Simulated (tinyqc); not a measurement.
# Composition from the perpendicular lattice constant

Question. The layer is x parts of the first compound and 1 - x of the second, grown coherently on the third as substrate and barrier. Rows of the table: lattice constant a, average valence level Ea on an absolute scale, spin-orbit splitting so, gaps at Gamma, X and L, hydrostatic deformation potentials av and ac (Gamma), shear potential b, elastic constants, electron and heavy-hole (along z) masses. All are interpolated linearly in x; gaps get -C x (1 - x), taken wholly in the conduction band; real line-ups can differ from this model by 0.1 eV or more. In-plane strain e = (a_substrate - a)/a, e_z = -2 (c12/c11) e, volume change 2 e + e_z. X-ray diffraction gives a_z = a (1 + e_z) of the coherent layer. Find x, e and the relaxed Gamma gap.

Inputs (values chosen for the exercise):
- CG = 0.65 eV (bowing of the Gamma gap)
- CX = 0.2 eV (bowing of the X gap)
- CL = 1.03 eV (bowing of the L gap)

Binary compounds, values chosen for the exercise:
```
,close to InP,close to GaP,close to GaAs
a (angstrom),5.869,5.451,5.653
Ea (eV),-7.04,-7.4,-6.92
so (eV),0.11,0.0792,0.344
EG (eV),1.36,2.77,1.43
EX (eV),2.2,2.29,1.92
EL (eV),1.95,2.6,1.69
av (eV),1.29,1.71,1.17
ac (eV),-5.08,-7.16,-7.15
b (eV),-1.71,-1.81,-1.71
c11 (GPa),99.6,139,119
c12 (GPa),56,62.5,54
me (m0),0.0801,0.131,0.0668
mh (m0),0.537,0.326,0.345
```

lattice constant along the growth direction = 5.73433681 angstrom

Solution. a_z changes steadily with x, about (1 + 2 c12/c11) times as fast as the relaxed lattice constant, so one composition matches.

x = 0.5800
e = -0.7103 %
relaxed Gamma gap = 1.794 eV

Computed by the program tinyqc: `OMP_NUM_THREADS=1 python tinyqc.py 2690010 2690011 out.jsonl`, one thread of a shared Intel Xeon 2.30GHz, about 0.01 s for the whole run.
